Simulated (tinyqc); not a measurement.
Longitudinal sound in a periodic multilayer: transfer matrices, stop bands and folded phonons: one step, computed by the program tinyqc. Command: `OMP_NUM_THREADS=1 python tinyqc.py 3002229 3002230 out.jsonl multilayer walk`. One thread of a shared host (Intel(R) Xeon(R) Processor @ 2.30GHz), about 0.01 s of CPU time with the checks.

Layers 1 and 2 repeat with period d = d_1 + d_2; waves travel normal to the layers, without loss. State vector (u, s): displacement u and stress divided by omega. Impedances Z = rho v are in 1e6 kg/(m^2 s).

Question. Transmission through N periods. A layer maps (u, s) by [[cos p, sin p/Z], [-Z sin p, cos p]], p = 2 pi f d_i/v_i; one period is M = M_2 M_1, and cos(q d) = trace(M)/2. For N periods A = M^N. A wave comes from a thick layer of material 1 and leaves into the substrate (Z_s): transmitted power T = 4 Z_1 Z_s/|Z_1 A_22 + Z_s A_11 - i (Z_1 Z_s A_12 - A_21)|^2, reflected power R = 1 - T.

Inputs (values chosen for the exercise, modelled on silica (layer 1), aluminium nitride (layer 2) and gallium arsenide (substrate)):

| quantity | value | unit |
|---|---|---|
| velocity v_1 | 5900 | m/s |
| thickness d_1 | 6.11 | nm |
| velocity v_2 | 10800 | m/s |
| thickness d_2 | 11.3 | nm |
| periods N | 3 | - |
| frequency f | 105 | GHz |

M:
```
           1           2
1  0.4511481  0.05235228
2  -23.43015  -0.5023225
```

Z_2 = 34.884

Z_1 = 12.744

Z of the substrate = 25.3287

Give: A = M^N; transmitted power T; T in decibel.

Answer.

A = M^N:
```
         1         2
1  -0.3988  -0.05222
2    23.37    0.5522
```

transmitted power T = 0.7934

T in decibel = -1.005 dB
